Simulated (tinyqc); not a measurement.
Global model of a low-pressure process discharge: electron temperature, density, ion flux and ion energy: one step, computed by the program tinyqc.

Maxwellian electrons with temperature T_e in eV, one positive ion, no negative ions, uniform bulk density n; rate constants have the Arrhenius form.

Task: Energy per pair and density. E_c = E_iz + (X0 exp(-E_ex/T_e) E_ex + K_el (3 m_0/M) T_e)/K_iz; wall potential V_s = (T_e/2) ln(M/(2 pi m_0)); E_T = E_c + 2 T_e + T_e/2 + V_s; n = P/(e u_B A_eff E_T); ion current density J = e h_L n u_B; ionised share n/n_g.

Inputs (values chosen for the exercise, of the order of those of an inductive discharge in a simple atomic gas):

| quantity | value | unit |
|---|---|---|
| ion mass M | 40 | u |
| ionisation energy E_iz | 16.9 | eV |
| excitation prefactor X0 | 2.1e-14 | m^3/s |
| excitation energy E_ex | 11.1 | eV |
| elastic rate constant K_el | 1.9e-13 | m^3/s |
| gas temperature T_g | 300 | K |
| absorbed power P | 1400 | W |

T_e = 2.431545 eV

K_iz = 2.587505e-17 m^3/s

Bohm velocity u_B = 2421.820 m/s

A_eff = 526.5800 cm^2

h_L = 0.1729402

gas density n_g = 3.621485e+20 1/m^3

Constants: m_0 = 9.1093837015e-31 kg; u = 1.6605390666e-27 kg; e = 1.602176634e-19 C.

Give: collisional loss per pair E_c; wall potential V_s; E_T; plasma density n; ion current density J; ionised share.

Result:

collisional loss per pair E_c = 111.4 eV

wall potential V_s = 11.38 V

E_T = 128.9 eV

plasma density n = 5.317e+11 1/cm^3

ion current density J = 3.568 mA/cm^2

ionised share = 0.001468

Collisions take 86 % of the power and the walls the rest. T_e came from the particle balance alone; the power sets only n.
